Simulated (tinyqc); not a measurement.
What each parameter does: buckled dimers of a reconstructed (001) surface, two dangling bonds a dimer.

In a dimer one atom moves up by z and the other down by z; the dangling bond of the up atom (more s-like) falls by gm z and that of the down atom rises by gm z. With all dimers tilted alike: H(k) = [[-gm z - 2 ta cos k, -tp - 2 tx cos k], [., gm z - 2 ta cos k]], k along the row in 1/a. Two electrons a dimer fill the lowest N of the 2N levels on the mesh k_j = (j + 1/2) pi/N. Total energy a dimer: W(z) = (2/N) sum of the filled levels + kf z^2. Repulsion between electrons is left out.

Inputs chosen for the exercise (of the size met on Si(001); not measured data):
- tp = 0.36 eV (pi coupling inside a dimer)
- ta = 0.09 eV (coupling between like atoms along the row)
- tx = 0.05 eV (diagonal coupling along the row)
- gm = 2.35 eV/angstrom (shift of a dangling bond with height)
- kf = 8.8 eV/angstrom^2 (force constant of buckling)
- N = 8 (k points)

z minimises W on 0 to 1 angstrom; gain over flat dimers; gap on 201 points from 0 to pi.

Results for these values:
```
case  z (angstrom)  gain (eV)  gap (eV)
base        0.2187     0.1194    0.9056
```

What happens to each result for tp = 0.306 eV, all else kept?

Answer: z rises from 0.2187 to 0.2326; gain rises from 0.1194 to 0.1708; gap falls from 0.9056 to 0.9049.

The same for each parameter in turn:
```
case                     z (angstrom)  gain (eV)  gap (eV)
base                           0.2187     0.1194    0.9056
tp = 0.306 eV                  0.2326     0.1708    0.9049
ta = 0.12 eV                   0.2187     0.1194    0.7856
tx = 0.08 eV                   0.2185     0.1279    0.9218
gm = 2.538 eV/angstrom         0.2507     0.1942    1.1124
kf = 7.92 eV/angstrom^2        0.2537     0.1684    1.0436
```

Run: tinyqc, `OMP_NUM_THREADS=1 python tinyqc.py 1450682 1450683 out.jsonl`; Intel(R) Xeon(R) Processor @ 2.30GHz, one thread, shared host; about 0.02 s of CPU time with all checks.
